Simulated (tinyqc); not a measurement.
Scale length and length offset from two DIBL values.

Inverse problem. DIBL = exp(-Le/(2 l)) + 2 exp(-Le/l) with Le = L - dL. Find l, dL and the drawn length for a DIBL of 100 mV/V.

DIBL at drawn lengths 56 and 100 nm (mV/V): [106.05992, 12.462268]

Solution. With e = exp(-Le/(2 l)), 2 e^2 + e = DIBL gives e and so Le/l at each length; Le/l is a straight line in L with slope 1/l.

l = 11.0 nm
dL = 3.00 nm
length for 100 mV/V = 57.1 nm

Numbers from tinyqc (`OMP_NUM_THREADS=1 python tinyqc.py 2002046 2002047 out.jsonl`; about 0.01 s on one thread of a shared Intel Xeon 2.30GHz).
